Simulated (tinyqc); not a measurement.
Inside a calculation. Model: frequency dispersion of an accumulation capacitance by border traps, distributed model.

Numbers from tinyqc (`OMP_NUM_THREADS=1 python tinyqc.py 2202012 2202013 out.jsonl`; about 0.4 s on one thread of a shared Intel Xeon 2.30GHz). Printed values are rounded.

Traps spread evenly through the insulator exchange electrons with the semiconductor by tunnelling, with tau(x) = t0 exp(2 ka x) at depth x from the interface. The admittance per area Y seen at depth x obeys dY/dx = -Y^2/(i w eps0 eox) + q Nb ln(1 + i w tau)/tau, with Y(0) = i w Cs and w = 2 pi f; the gate sees Y(tox) = G + i w C. Working variable y = Y/(i w), in uF/cm^2. Cox = eps0 eox/tox.

Values chosen for this exercise; permittivity close to that of aluminium oxide:
```
symbol,value,unit,meaning
eox,8.43,,relative permittivity of the insulator
tox,3.3,nm,insulator thickness
Cs,2.8,uF/cm^2,semiconductor capacitance in accumulation
Nb,1.2e20,cm^-3 eV^-1,density of border traps
ka,3.8,1/nm,decay constant of the wave function in the insulator
t0,2e-9,s,time constant of a trap at the interface
f,1e5,Hz,frequency
xe,1.5,nm,depth down to which the steps are taken
```

Constants: q = 1.602176634e-19 C, eps0 = 8.8541878128e-14 F/cm where lengths are in cm. Results are converted to the units shown.

## Scales and lumped estimate

Cox; trap-free value 1/(1/Cox + 1/Cs); response depth d = ln(1/(w t0))/(2 ka), where w tau = 1; lumped estimate: all traps within d act as C_bt = q Nb d placed at d/2, so C = 1/{1/[1/(1/Cs + d/(2 eps0 eox)) + C_bt] + (tox - d/2)/(eps0 eox)}.

Cox = 2.26184 uF/cm^2
trap-free C = 1.25116 uF/cm^2
d = 0.878857 nm
C_bt = 1.68970 uF/cm^2
lumped C = 1.59353 uF/cm^2

The traps within reach amount to 0.603 Cs and lie in the first 26.6 % of the insulator.

## Midpoint steps through the active depth

In terms of y: dy/dx = -y^2/(eps0 eox) + s(x), s = q Nb ln(1 + z)/z, z = i w tau. 8 midpoint steps of h = xe/8: y_half = y + (h/2) y'(x, y), y(new) = y + h y'(x + h/2, y_half).

```
point   x (nm)  s (uF/(cm^2 nm))       y (uF/cm^2)
0            0  1.92261-0.00121i  2.80000+0.00000i
1       0.1875  1.92259-0.00502i  2.95187-0.00045i
2        0.375  1.92231-0.02088i  3.08284-0.00223i
3       0.5625  1.91741-0.08648i  3.19483-0.00957i
4         0.75  1.83917-0.33774i  3.28659-0.03946i
5       0.9375  1.23270-0.76029i  3.31690-0.13675i
6        1.125  0.41989-0.55741i  3.18861-0.24065i
7      1.31250  0.10923-0.23476i  2.98964-0.26844i
8          1.5  0.02675-0.08086i  2.79205-0.25546i
```

## Capacitance and conductance at the gate

y at xe = 2.79205-0.25546i uF/cm^2

Beyond xe the traps are ignored, so 1/y(tox) = 1/y(xe) + (tox - xe)/(eps0 eox); C = Re y, G/w = -Im y, loss tangent G/(w C).

y at the gate = 1.67193-0.09111i uF/cm^2
C = 1.67193 uF/cm^2
G/w = 0.0911137 uF/cm^2
loss tangent = 0.0544962

A fine integration over the whole insulator gives C = 1.6763 and G/w = 0.09630 uF/cm^2; the coarse G/w is 5.4 % below that. The fine C is 34 % above the trap-free value, and the lumped estimate is 4.9 % below the fine result.
